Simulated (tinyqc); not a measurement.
Inside a calculation. Model: free and trapped electrons in a MOS channel with a dense trap tail.

Program tinyqc, `OMP_NUM_THREADS=1 python tinyqc.py 2222203 2222204 out.jsonl`; Intel Xeon 2.30GHz, shared host, one thread, about 0.02 s. Printed values are rounded.

p-type body, charge-sheet picture, full ionisation (an idealisation for deep acceptors), Boltzmann statistics for free electrons. e = Ec - EF at the surface. Acceptor-like traps of density D(E) = D0 + De exp(-E/Ew) at depth E below Ec, from 0 to Eu, hold n_t = integral of D(E)/(1 + exp((e - E)/Vt)). psi = Eg - Vt ln(Nv/Na) - e; N_dep = sqrt(2 eps0 eps_r Na (psi - Vt)/q); n_f = sqrt(N_dep^2 + 2 eps0 eps_r Vt Nc exp(-e/Vt)/q) - N_dep; Vg = Vfb + psi + q (N_dep + n_t + n_f)/Cox, Cox = eps0 eox/tox.

Values chosen for this exercise; band and dielectric values close to those of 4H silicon carbide:
- T = 400 K (temperature)
- Eg = 3.24 eV (band gap)
- eps_r = 9.53 (relative permittivity)
- Nc = 2.6e19 cm^-3 (conduction-band density of states at T)
- Nv = 3.82e19 cm^-3 (valence-band density of states at T)
- eox = 3.9 (relative permittivity of the insulator)
- tox = 40 nm (insulator thickness)
- Na = 4.4e15 cm^-3 (acceptor density)
- Vfb = -2.14 V (flat-band voltage without trapped charge)
- D0 = 2.3e10 cm^-2 eV^-1 (constant background density of acceptor-like traps)
- De = 6e13 cm^-2 eV^-1 (density of the tail at the conduction edge)
- Ew = 0.06 eV (decay energy of the tail)
- Eu = 0.76 eV (depth below Ec down to which the traps reach)
- mf = 77 cm^2/(V s) (mobility of free electrons)
- e = 0.154 eV (Ec - EF at the surface)

Constants: q = 1.602176634e-19 C, kB = 1.380649e-23 J/K, Vt = kB T/q, eps0 = 8.8541878128e-14 F/cm where lengths are in cm. Results are converted to the units shown.

## Trapped charge

Trapezoid rule on 16 equal steps from 0 to Eu, f = 1/(1 + exp((e - E)/Vt)).

| point | E (eV) | D(E) f (cm^-2 eV^-1) |
|---|---|---|
| 0 | 0 | 6.808457e11 |
| 1 | 0.0475 | 1.184488e12 |
| 2 | 0.095 | 1.887433e12 |
| 3 | 0.1425 | 2.338818e12 |
| 4 | 0.19 | 1.887440e12 |
| 5 | 0.2375 | 1.073473e12 |
| 6 | 0.285 | 5.302454e11 |
| 7 | 0.3325 | 2.567521e11 |
| 8 | 0.38 | 1.293824e11 |
| 9 | 0.4275 | 7.125846e10 |
| 10 | 0.475 | 4.487289e10 |
| 11 | 0.5225 | 3.291145e10 |
| 12 | 0.57 | 2.749095e10 |
| 13 | 0.6175 | 2.503484e10 |
| 14 | 0.665 | 2.392197e10 |
| 15 | 0.7125 | 2.341774e10 |
| 16 | 0.76 | 2.318927e10 |

n_t = 4.697254e11 cm^-2

With 1600 steps n_t = 4.713e11 cm^-2; the coarse value is 0.33 % below it.

## Charges and gate voltage

psi, N_dep, n_f and Vg as defined, with the n_t given; free share n_f/(n_f + n_t); apparent mobility mf n_f/(n_f + n_t); gate voltage spent on traps q n_t/Cox.

psi = 2.773398 V
N_dep = 3.562848e11 cm^-2
n_f = 1.287358e11 cm^-2
Vg = 2.405321 V
free share = 21.51113 %
apparent mobility = 16.56357 cm^2/(V s)
gate voltage spent on traps = 0.8717684 V
